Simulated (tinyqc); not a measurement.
Ballistic Schottky-barrier transistor with a two-dimensional channel, WKB contacts: two steps of the calculation.

Source Fermi level 0, drain Fermi level -Vd. Far from the contacts Ec = pn - psi, and the gate moves psi one to one; the band edges relax as exp(-x/lam) from pn at the source and pn - Vd at the drain; Ev = Ec - Eg. A carrier of energy w inside the channel band meets at a contact a barrier of height D (the contact edge beyond the channel edge): T = 1 for w >= D, else exp(-S), S = 4 lam sqrt(m/C) [sqrt(D - w) - sqrt(w) arctan sqrt((D - w)/w)], C = hbar^2/(2 m0). The two contacts combine as Ts Td/(Ts + Td - Ts Td).

Parameters, values chosen for the exercise; channel values close to those of a tungsten diselenide layer: temperature T = 350 K; barrier for electrons at both contacts pn = 0.49 eV; electron mass mn = 0.35 m0; valleys or subbands g = 2; screening length at the contacts lam = 4.4 nm; drain bias Vd = 0.05 V; band shift psi of the channel by the gate ps = 0.27 V; energy of one carrier inside the channel band w0 = 0.078 eV; upper end of the grid wm = 0.48 eV; points of the grid nE = 13.

Constants: q = 1.602176634e-19 C, kB = 1.380649e-23 J/K, hbar = 1.054571817e-34 J s, h = 6.62607015e-34 J s, m0 = 9.1093837015e-31 kg, Vt = kB T/q, hbar^2/(2 m0) = 0.0380998212 eV nm^2. Results are converted to the units shown.

Task 1. Transmission of one of the electrons. S and T at both contacts for w = w0, and the tunnelling distance lam ln(D/w) at the higher barrier.

D for electrons (eV): source 0.27000000, drain 0.22000000

Find: S at the source; S at the drain; combined T; tunnelling distance.

Result 1.

S at the source = 8.4261
S at the drain = 6.2018
combined T = 1.9773e-4
tunnelling distance = 5.4635 nm

Task 2. Current of the electrons on a coarse grid. I/W = g (2 q^2/h) int T(w) [N(Es + w) - N(Ed + w)] dw with w the energy of motion along the channel, N(y) = (1/2 pi) sqrt(pi m kB T/C) Fm(-y/kB T), Fm(x) = (1/sqrt(pi)) int_0^infinity u^(-1/2)/(1 + exp(u - x)) du. Electrons: Ds = psi, Dd = psi - Vd, Es = Ec, Ed = Ec + Vd. Holes: Ds = -psi, Dd = Vd - psi, Es = -Ev, Ed = -Ev - Vd. The size of each current is taken; both flow from drain to source and add. Simpson's rule on nE equally spaced w from 0 to wm.

Give: w; Ts; Td; T; size of the supply difference; current.

Result 2.

```
point   w (eV)          Ts          Td           T  size of the supply difference (1/um)
0      0.00000  9.1639e-13  1.3606e-11  8.5856e-13                              0.081614
1      0.04000   2.1726e-6   2.5594e-5   2.0026e-6                              0.021676
2      0.08000   2.6481e-4   0.0024161   2.3871e-4                             0.0057550
3      0.12000   0.0059879    0.040898   0.0052506                             0.0015279
4      0.16000    0.053887     0.26126    0.046762                             4.0561e-4
5      0.20000     0.25438     0.78869     0.23815                             1.0768e-4
6      0.24000     0.69876      1.0000     0.69876                             2.8587e-5
7      0.28000      1.0000      1.0000      1.0000                             7.5891e-6
8      0.32000      1.0000      1.0000      1.0000                             2.0147e-6
9      0.36000      1.0000      1.0000      1.0000                             5.3486e-7
10     0.40000      1.0000      1.0000      1.0000                             1.4199e-7
11     0.44000      1.0000      1.0000      1.0000                             3.7696e-8
12     0.48000      1.0000      1.0000      1.0000                             1.0007e-8
```

current = 5.2159e-4 uA/um

Range of the model: No scattering, image-force lowering, channel charge or band-to-band tunnelling; parabolic kappa overstates S deep in the gap.

Program tinyqc, `OMP_NUM_THREADS=1 python tinyqc.py 2390121 2390122 out.jsonl`; Intel Xeon 2.30GHz, shared host, one thread, about 0.2 s.
